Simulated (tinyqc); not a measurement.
Inside a calculation. Model: equation-of-state fits to an energy-volume table made by a known binding curve. Computed by tinyqc, a small Python program that keeps every step. Command: `OMP_NUM_THREADS=1 python tinyqc.py 3028121 3028122 out.jsonl eosfit walk`. One thread of a shared host (Intel(R) Xeon(R) Processor @ 2.30GHz), about 0.02 s of CPU time with the checks. Intermediate numbers are printed to about 7 digits and carried at full precision; extremes and crossings named in words are read from the listed rows.

With x = (V/V_0)^(1/3), the energy per atom is E = -D [1 + eta (x - 1)] exp(-eta (x - 1)), so that B0 = D eta^2/(9 V_0) and B' = 1 + 2 eta/3. B' = dB/dP at P = 0.

Inputs (values chosen for the exercise, for a model crystal):
```
quantity                                  value             unit
cohesive energy D                          2.52          eV/atom
true volume V_0                            16.8  angstrom^3/atom
stiffness eta                              7.03                -
half-width of the volume window w          0.08                -
shift of the window centre s             -0.024                -
points N                                      9                -
compression V/V_0 for the pressure test    0.75                -
noise amplitude                            0.27              meV
```

Binding curve: universal binding. Noise: added.

Constants: 1 eV/angstrom^3 = 160.2176634 GPa.

## Exact values of the curve

B0 and B' from the formulas above; P = -dE/dV at V = c V_0 (c the compression chosen), from the curve itself.

exact B0 = 131.9684 GPa

exact B' = 5.686667

exact pressure at c V_0 = 83.40499 GPa

## Energy-volume table

numbers xi_j, drawn evenly from -1 to 1: 0.3600  0.5722  -0.3803  -0.2964  -0.3199  -0.7942  0.2309  -0.1043  0.3097

Table: V_j = V_0 [1 + s + w (2 j/(N - 1) - 1)], j = 0..N-1, rounded to 0.001; E_j from the curve plus the noise amplitude times the listed numbers xi_j (xi_0 first), rounded to 1e-7 eV.

Table:
```
V (angstrom^3)      E (eV)
15.053          -2.4245530
15.389          -2.4605839
15.725          -2.4873009
16.061          -2.5052858
16.397          -2.5158841
16.733          -2.5201034
17.069          -2.5182256
17.405          -2.5117376
17.741          -2.5007026
```

## Birch-Murnaghan fit

Third-order Birch-Murnaghan is a cubic in u = V^(-2/3): fit it by linear least squares, find the minimum, and take B0 = V E''(V), B' = -1 - V E'''/E'' there.

fitted E0 = -2.520099 eV

fitted V0 = 16.79892 angstrom^3

fitted B0 = 132.7274 GPa

fitted B' = 5.577326

root-mean-square residual = 0.07690169 meV

Against the exact curve V0 is off by -0.006 %, B0 by +0.58 % and B' by -1.9 %.

## Errors of the Birch-Murnaghan fit

Errors are fitted minus exact, relative; the pressure at c V_0 uses P = (3 B0/2) (x^7 - x^5) [1 + (3/4)(B' - 4)(x^2 - 1)], x = (V0/V)^(1/3) with the fitted values.

error of B0 = 0.5751933 %

error of B' = -1.922763 %

fitted pressure at c V_0 = 84.95456 GPa

error of that pressure = 1.857896 %

## Vinet fit by Gauss-Newton steps

Vinet: E = E0 + (9 B0 V0/h^2) {1 + [h (1 - x) - 1] exp(h (1 - x))}, P = 3 B0 (1 - x) x^-2 exp(h (1 - x)), x = (V/V0)^(1/3), h = (3/2)(B' - 1). Gauss-Newton steps on (E0, V0, B0, B'): solve J d = r by least squares, r the residuals and J their derivatives (central differences, relative step 1e-5); start from the parabola fit in V with B' = 4; stop when all relative changes are below 1e-7.

Iterations:
```
step    E0 (eV)  V0 (angstrom^3)  B0 (GPa)        B'  rms residual (meV)
0     -2.521999         16.84616  159.3881  4.000000            7.296405
1     -2.520043         16.80631  132.1902  5.407936            0.210453
2     -2.520098         16.79843  132.7715  5.639133            0.074373
3     -2.520100         16.79847  132.7865  5.636792            0.074325
4     -2.520100         16.79847  132.7864  5.636796            0.074325
5     -2.520100         16.79847  132.7864  5.636796            0.074325
```

B0, Vinet = 132.7864 GPa

B', Vinet = 5.636796

## Five forms on the same table

Murnaghan: E = E0 + (B0 V/B') [(V0/V)^B'/(B' - 1) + 1] - B0 V0/(B' - 1), P = (B0/B') [(V0/V)^B' - 1]. Birch-Murnaghan: E = E0 + (9 V0 B0/16) [y^3 B' + y^2 (2 - 4 y)], y = (V0/V)^(2/3) - 1; P = (3 B0/2) (x^7 - x^5) [1 + (3/4)(B' - 4)(x^2 - 1)], x = (V0/V)^(1/3). All are least-squares fits to the energies; for polynomials in V, B0 = V E'' and B' = -1 - V E'''/E'' at the minimum.

Fitted values:
```
form             V0 (angstrom^3)  B0 (GPa)         B'  P at c V_0 (GPa)
exact                   16.80000  131.9684   5.686667          83.40499
parabola in V           16.84616  159.3881  -1.000000                 -
cubic in V              16.78975  134.5698   6.714493                 -
Murnaghan               16.80056  132.5700   5.356692          90.83185
Birch-Murnaghan         16.79892  132.7274   5.577326          84.95456
Vinet                   16.79847  132.7864   5.636796          83.30382
```

In B0 the Murnaghan form comes closest (+0.46 %) and the parabola in V form misses most (+20.78 %). A parabola in V has no third derivative, so its B' is -1 by construction. At c V_0, beyond the window, the pressure errors are Murnaghan +8.9 %, Birch-Murnaghan +1.9 %, Vinet -0.1 %; Murnaghan keeps B linear in P and so runs too stiff under compression.

## The width of the window

The table is made anew for each w.

Errors (%):
```
w     B0, parabola  B0, cubic  B0, Murnaghan  B0, Birch-Murnaghan  B0, Vinet  B', Birch-Murnaghan
0.03        21.054      3.467          4.786                4.584      4.541               -8.230
0.05        19.591      1.237          1.722                1.616      1.600               -3.334
0.08        20.778      1.971          0.456                0.575      0.620               -1.923
0.12        24.605      5.230         -0.442                0.106      0.277               -1.637
0.16        30.435     10.398         -1.284               -0.192      0.159               -1.781
0.22        43.137     22.025         -2.648               -0.628      0.088               -2.344
```

The Birch-Murnaghan error of B0 is smallest among these at w = 0.12 (0.106 % in size); it is 4.584 % at the narrowest and 0.628 % at the widest. A narrow window magnifies the noise, since the energy range shrinks as w^2, and a wide one exposes the form. The Vinet form is the binding curve itself here, so its error comes from noise and rounding alone. At the widest window the errors of B0 are +43.1 % for the parabola and +22.0 % for the cubic in V.

Checks made by the program: nonlinear Birch-Murnaghan fit against the linear one (relative difference 3e-10).
